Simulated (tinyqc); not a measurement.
Worked calculation: lattice vibrations of a chain. Computed by tinyqc, a small Python program that keeps every step. Command: `OMP_NUM_THREADS=1 python tinyqc.py 23515 23516 out.jsonl` (the two numbers bound the seeds that draw the settings). One thread of a shared host (Intel(R) Xeon(R) Processor @ 2.60GHz), about 0.01 s of CPU time with the checks.

## Dynamical matrix at q = 0.23

A chain moving along its axis:
```
atom                mass (u)  spring to the next atom (eV/angstrom^2)
1                  23.200000                                 3.400000
2                  51.900000                                24.500000
second neighbours          -                                 2.500000
```

q is in units of 2 pi/a. A spring k from atom i to atom j, n cells on, adds k to Phi_ii and Phi_jj, -k exp(2 pi i q n) to Phi_ij and the conjugate to Phi_ji (for one atom a cell: 2k (1 - cos 2 pi q n)); D_ij = Phi_ij / sqrt(m_i m_j).

D(q) (eV/(angstrom^2 u)):
```
                     1                    2
1             1.391092  -0.186475+0.700487i
2  -0.186475-0.700487i             0.621837
```

## Frequencies

omega^2 are the eigenvalues; wavenumber = 521.4708 sqrt(eigenvalue) 1/cm.

eigenvalues: 0.185859  1.827070

wavenumbers (1/cm): 224.8  704.9

weights |e|^2 of the mass-weighted modes:
```
          mode 1    mode 2
atom 1  0.265644  0.734356
atom 2  0.734356  0.265644
```

## Dispersion and heat capacity

C/k_B per atom = mean over q = (j + 1/2)/80, j = 0..39 and all branches of y^2 e^y/(e^y - 1)^2, y = hc wavenumber / k_B T.

Wavenumbers (1/cm):
```
q           branch 1    branch 2
0.000000    0.000000  687.898591
0.062500   66.346250  689.389542
0.125000  130.129904  693.620284
0.187500  188.890172  699.911197
0.250000  240.365636  707.271165
0.312500  282.583098  714.568325
0.375000  313.933060  720.707585
0.437500  333.227908  724.786641
0.500000  339.740992  726.214753
```

Heat capacity:
```
T (K)  C/k_B per atom
20           0.043097
50           0.112999
100          0.248667
200          0.479752
300          0.657071
600          0.882113
1200         0.967647
```

zero-point energy per atom = 28.626160 meV
